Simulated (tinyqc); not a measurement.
# MOSFET with velocity saturation and source resistance: several studies

Strong inversion, charge Q = Cox (Vg - m V) at channel potential V with Vg the gate overdrive, and drift velocity v = mu E/(1 + mu E/vsat). Integrating along the channel gives I = mu Cox (1/L)(Vg Vd - m Vd^2/2)/(1 + Vd/Vc) per width, Vc = vsat L/mu, which peaks at Vdsat. Units: I in uA/um, Rs in ohm um, so the drop over Rs is 1e-6 I Rs volts.

Values chosen for this exercise:
```
symbol  value        unit                       meaning
Cox      1.42     uF/cm^2              gate capacitance
mu0       140  cm^2/(V s)  mobility at low gate voltage
th        0.1         1/V          mobility degradation
vsat    6.8e6        cm/s           saturation velocity
m        1.29                               body factor
VT       0.62           V                     threshold
L        0.05          um                channel length
Rs        100      ohm um             source resistance
Vgs       1.2           V                  gate voltage
```

Each table varies one quantity; the others keep the values above.

## Effect of the mobility degradation

Vg = Vgs - I Rs - VT (0 if negative), mu = mu0/(1 + th Vg), Vc = vsat L/mu, x = sqrt(1 + 2 Vg/(m Vc)), Vdsat = 2 Vg/(m (1 + x)), Isat = Cox vsat Vg (x - 1)/(x + 1) per width. I = Isat is solved self-consistently; gm = dI/dVgs; Vdsat is the intrinsic value. The velocity at the source is I/(Cox Vg).

Results:

| th (1/V) | Vc (V) | Vdsat (V) | Isat (uA/um) | gm (uS/um) | velocity at the source/vsat |
|---|---|---|---|---|---|
| 0 | 0.24286 | 0.27673 | 196.39 | 489.12 | 0.36295 |
| 0.2 | 0.27012 | 0.28488 | 187.12 | 457.35 | 0.34526 |
| 0.4 | 0.29746 | 0.29222 | 178.79 | 429.75 | 0.32939 |
| 0.8 | 0.35235 | 0.30493 | 164.35 | 384.05 | 0.30202 |
| 1 | 0.37988 | 0.31048 | 158.05 | 364.85 | 0.29011 |
| 1.2 | 0.40745 | 0.31559 | 152.24 | 347.58 | 0.27916 |

Estimate the missing row, th = 0.6 1/V.

Computed row:

| th (1/V) | Vc (V) | Vdsat (V) | Isat (uA/um) | gm (uS/um) | velocity at the source/vsat |
|---|---|---|---|---|---|
| 0.6 | 0.32488 | 0.29887 | 171.24 | 405.53 | 0.31506 |

With this row back in the table: As th goes from 0 to 1.2 1/V, Isat falls from 196 to 152 uA/um, Vdsat rises from 0.277 to 0.316 V and gm falls from 489 to 348 uS/um; the velocity at the source goes from 0.36 to 0.28 of vsat. In every row the channel is so short that velocity overshoot and near-ballistic transport, left out here, matter.

## Effect of the saturation velocity

Same model as above.

Results:

| vsat (cm/s) | Vc (V) | Vdsat (V) | Isat (uA/um) | gm (uS/um) | velocity at the source/vsat |
|---|---|---|---|---|---|
| 4e6 | 0.1509 | 0.2430 | 143.3 | 333.6 | 0.4459 |
| 5.6e6 | 0.2113 | 0.2672 | 173.3 | 418.6 | 0.3874 |
| 7.8e6 | 0.2942 | 0.2904 | 204.8 | 512.8 | 0.3305 |
| 1.1e7 | 0.4147 | 0.3130 | 238.0 | 618.3 | 0.2740 |
| 1.5e7 | 0.5654 | 0.3316 | 267.3 | 716.3 | 0.2268 |
| 3e7 | 1.130 | 0.3654 | 324.6 | 923.6 | 0.1392 |

Estimate the missing row, vsat = 2.1e7 cm/s.

Computed row:

| vsat (cm/s) | Vc (V) | Vdsat (V) | Isat (uA/um) | gm (uS/um) | velocity at the source/vsat |
|---|---|---|---|---|---|
| 2.1e7 | 0.7913 | 0.3494 | 296.8 | 820.6 | 0.1809 |

With this row back in the table: As vsat goes from 4e6 to 3e7 cm/s, Isat rises from 143 to 325 uA/um, Vdsat rises from 0.243 to 0.365 V and gm rises from 334 to 924 uS/um; the velocity at the source goes from 0.45 to 0.14 of vsat. Isat goes as vsat^(0.57) between the first two rows and as vsat^(0.25) between the last two. In every row the channel is so short that velocity overshoot and near-ballistic transport, left out here, matter.

## Effect of the gate voltage

Same model as above.

Result of one run:

| Vgs (V) | Vc (V) | Vdsat (V) | Isat (uA/um) | gm (uS/um) | velocity at the source/vsat |
|---|---|---|---|---|---|
| 2.09 | 0.2769 | 0.5470 | 673.0 | 584.9 | 0.4969 |

What becomes of these results when the gate voltage Vgs is changed from 2.09 to 1.03 V, all else the same?

Result of the changed run:

| Vgs (V) | Vc (V) | Vdsat (V) | Isat (uA/um) | gm (uS/um) | velocity at the source/vsat |
|---|---|---|---|---|---|
| 1.03 | 0.2525 | 0.2163 | 115.4 | 421.0 | 0.2998 |

The whole series:

| Vgs (V) | Vc (V) | Vdsat (V) | Isat (uA/um) | gm (uS/um) | velocity at the source/vsat |
|---|---|---|---|---|---|
| 0.77 | 0.2464 | 0.09584 | 23.21 | 261.7 | 0.1628 |
| 1.03 | 0.2525 | 0.2163 | 115.4 | 421.0 | 0.2998 |
| 1.3 | 0.2588 | 0.3158 | 240.0 | 494.8 | 0.3790 |
| 1.56 | 0.2648 | 0.3990 | 374.5 | 536.3 | 0.4297 |
| 1.83 | 0.2710 | 0.4772 | 523.4 | 565.1 | 0.4682 |
| 2.09 | 0.2769 | 0.5470 | 673.0 | 584.9 | 0.4969 |
| 2.36 | 0.2831 | 0.6154 | 833.2 | 600.5 | 0.5208 |
| 2.62 | 0.2890 | 0.6781 | 990.9 | 612.2 | 0.5398 |

As Vgs goes from 0.77 to 2.62 V, Isat rises from 23.2 to 991 uA/um, Vdsat rises from 0.0958 to 0.678 V and gm rises from 262 to 612 uS/um; the velocity at the source goes from 0.16 to 0.54 of vsat. Against the overdrive Vgs - VT the current goes with exponent 1.59 at the start and 1.24 at the end (2 for the square law). With vsat made a thousand times larger the last exponent would be 1.62, which is what th and Rs alone leave. In every row the channel is so short that velocity overshoot and near-ballistic transport, left out here, matter.

Numbers from tinyqc (`OMP_NUM_THREADS=1 python tinyqc.py 2500003 2500004 out.jsonl`; about 0.01 s on one thread of a shared Intel Xeon 2.30GHz).
